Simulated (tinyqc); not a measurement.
Solid solubility of a dopant against its melt (retrograde solidus), clustering and the electrically active fraction. From resistivity back to cluster scale N* at 1273 K. Computed by tinyqc, a small Python program. Command: `OMP_NUM_THREADS=1 python tinyqc.py 3002399 3002400 out.jsonl retro inv`. One thread of a shared host (Intel(R) Xeon(R) Processor @ 2.30GHz), about 0.02 s of CPU time with the checks.

Inputs (values chosen for the exercise):
```
quantity,value,unit
total dopant density N_t,2.4e+20,1/cm^3
atoms per cluster m,3,-
activation energy E_b of the cluster scale,0.53,eV
anneal temperature T_a,1075,K
prefactor of n_i,3.98e+16,1/(cm^3 K^1.5)
energy E_i in n_i,0.604,eV
mobility mu,85,cm^2/(V s)
```

Clustering: clusters that take up free electrons.

Constants: k_B = 8.617333262e-05 eV/K; e = 1.602176634e-19 C.

Method. A highly soluble donor (another dopant than that of the solidus) is limited by clustering. Donors N_a are active, and clusters hold m atoms each: N_t = N_a + m C, m C = N* (N_a/N*)^m (n/N*)^m, each atom taking one electron, n = N_a/2 + sqrt(N_a^2/4 + n_i^2), n_i = prefactor x T^1.5 exp(-E_i/(k_B T)), with N*(T) = N*(1273 K) exp[-(E_b/k_B)(1/T - 1/1273)]. Resistivity = 1/(e mu N_a).

Task: A run gave the result below. Find the cluster scale N* at 1273 K, known to lie between 1.2e+20 and 2.8e+20 1/cm^3.

resistivity = 0.83128 milliohm cm

Result:

Each step takes the trial c = (a f_b - b f_a)/(f_b - f_a), f being the result less the target and a, b, c the logarithms of the listed values; c replaces end b, the old b replaces a if the sign of f changed, and otherwise f_a is halved.

Scan of the range:
```
cluster scale N* at 1273 K (1/cm^3),resistivity (milliohm cm)
1.20e+20,1.20248
1.38e+20,1.07739
1.59e+20,0.96493
1.83e+20,0.86602
2.11e+20,0.77738
2.43e+20,0.69971
2.80e+20,0.63098
```

False position (Illinois rule, in the logarithm of the input) inside the bracket:
```
step,end a,end b,trial,resistivity (milliohm cm)
1,1.83000e+20,2.11000e+20,1.93501e+20,0.829969
2,1.83000e+20,1.93501e+20,1.92745e+20,0.832442
3,1.93501e+20,1.92745e+20,1.93100e+20,0.831279
4,1.92745e+20,1.93100e+20,1.93100e+20,0.831280
5,1.92745e+20,1.93100e+20,1.93100e+20,0.831280
```

Resistivity falls at every point of a 13-point scan of the range (every second point is shown), so one value fits; it is bracketed by 1.83e20 and 2.11e20. Answer: cluster scale N* at 1273 K = 1.931e20 1/cm^3.

Caution: this clustering law is a generic form; degeneracy and a doping-dependent mobility are left out.
